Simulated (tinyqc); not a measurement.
# Voltage acceleration of oxide breakdown, four models on the same data, step by step

Numbers from tinyqc (`OMP_NUM_THREADS=1 python tinyqc.py 2070104 2070105 out.jsonl`; about 0.01 s on one thread of a shared Intel Xeon 2.30GHz). Printed values are rounded.

Field E = V/tox in MV/cm. Models: ln(t63/1 s) = a - c X with X = E (E model), -1/E (1/E model), ln V (power law, c the exponent n) or sqrt(E).

Inputs (values chosen for the exercise):
- tox = 2.4 nm (oxide thickness)
- Vu = 1.5 V (use voltage)
- Ts = 398 K (stress temperature)
- Tu = 328 K (use temperature)
- Ea = 0.56 eV (activation energy)
- ks = 4.8e-5 (factor for area and percentile)

Constants: q = 1.602176634e-19 C, kB = 1.380649e-23 J/K. Results are converted to the units shown.

Range of the model: All four laws are empirical fits; none is established far below the stress range.

## Fitting the models

```
stress,V (V),t63 (s)
0,2.41,2.864e5
1,2.95,93
2,3.45,0.05475
```

The three stress times were made with the E model, c = 3.57, and are treated as data. For each model fit ln t63 on X by least squares over the three points.

```
model,c,a,largest misfit in ln t63 (0: below 0.002)
E,3.57003,48.4142,0.000000
1/E,508.943,-37.7669,0.893940
power,42.9614,50.5537,0.454825
sqrt E,24.8180,91.3148,0.228531
```

The worst misfit of any model is 0.89 in ln t63, a factor of 2.44 in time, comparable to the scatter of t63 from small samples, so such data hardly tell the models apart.

## Projection to use conditions

Project to Vu, multiply by exp[(Ea q/kB)(1/Tu - 1/Ts)] and by ks; ten years are 3.15576e8 s. The largest voltage for ten years solves the same relation for V.

temperature factor = 32.6103

```
model,lifetime (years),largest voltage for ten years (V)
E,10.7456,1.50483
1/E,4.55552e8,1.91463
power,12176.8,1.76975
sqrt E,255.365,1.66076
```

The lifetimes span 7.63 decades, from the E model (most cautious) to the 1/E model; the allowed voltage spans 1.50 to 1.91 V. 4 of the four models pass ten years at Vu. Lifetimes beyond a thousand years are formal extrapolations.
